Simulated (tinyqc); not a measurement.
Width of the inclusion: polytypes by hexagonality, and a cubic inclusion as a quantum well.

Gap: E3 + (E2 - E3) h. Valence top Ev2 h and polarisation P2 h, both counted from 3C; Ec = Ev + gap.

A cubic inclusion of width L = N d in the host (h = 1) is a well of depth V = Ec(host) - Ec(3C). Square well with mass mismatch: k tan(k L/2) = (m_w/m_b) q, k = sqrt(m_w E/c), q = sqrt(m_b (V - E)/c), c = hbar^2/2m0, lowest root. The depth of the level, V - E, is its binding, and the transition to the valence top of the host is gap(host) - (V - E). The step in polarisation gives a field |F| = |P|/(eps eps0) in a thin inclusion, eps0 = 8.8541878e-12 F/m.

Constants: hbar^2/2m0 = 3.80998211 eV angstrom^2.

Parameters, chosen for this exercise (of the order of those of GaN; not measured data):

| symbol | value | unit | meaning |
|---|---|---|---|
| E3 | 3.306 | eV | gap of the cubic polytype |
| E2 | 3.5 | eV | gap of 2H |
| Ev2 | 0.061 | eV | valence top of 2H above that of 3C |
| P2 | -0.0164 | C/m^2 | spontaneous polarisation of 2H |
| m | (0.204, 0.206) | m0 | electron mass along c in the cubic layer and in the host |
| d | 2.597 | angstrom | thickness of a double layer |
| eps | 9.6 |  | dielectric constant |

Without the field: square well. With it, the potential inside is |F| (z - L/2), the host conduction edge lies at V - |F| L/2 on one side and V + |F| L/2 on the other, and the lowest level E_F is found by finite differences (step 0.25 angstrom, wide box, good to about 1 meV). Holes sit in the host on the high side, so the transition is gap(host) - V + E_F - |F| L/2. A dash: bound by less than 2 meV or not at all.

Results:

| N | L (angstrom) | depth (eV) | transition (eV) | depth below the low side, with field (eV) | transition with field (eV) |
|---|---|---|---|---|---|
| 1 | 2.60 | 0.006 | 3.494 | - | - |
| 2 | 5.19 | 0.021 | 3.479 | - | - |
| 3 | 7.79 | 0.042 | 3.458 | - | - |
| 4 | 10.39 | 0.064 | 3.436 | 0.003 | 3.296 |
| 6 | 15.58 | 0.106 | 3.394 | 0.010 | 3.190 |
| 8 | 20.78 | 0.138 | 3.362 | 0.013 | 3.086 |
| 12 | 31.16 | 0.179 | 3.321 | 0.015 | 2.884 |

The square well binds a level even at N = 1 (6 meV), as any symmetric one-dimensional well does; the depth grows to 179 of 255 meV, and the transition tends to E3 - Ev(host) = 3.245 eV. With the field the level is bound by 2 meV or more for N = 4, 6, 8 and 12, and the transition is lowered by 139 meV at N = 4 and 437 meV at N = 12, where |F| L/2 = 301 meV. Free carriers or surface charge screen the field and the step between the two sides; with the field removed every row returns to its square-well depth, and the attraction to the hole, left out here, binds the electron further.

Computed by tinyqc, a small Python program: `OMP_NUM_THREADS=1 python tinyqc.py 1880518 1880519 out.jsonl` (the numbers bound the seed that draws the inputs); one thread of a shared host (Intel(R) Xeon(R) Processor @ 2.30GHz), about 0.03 s for the whole set of steps.
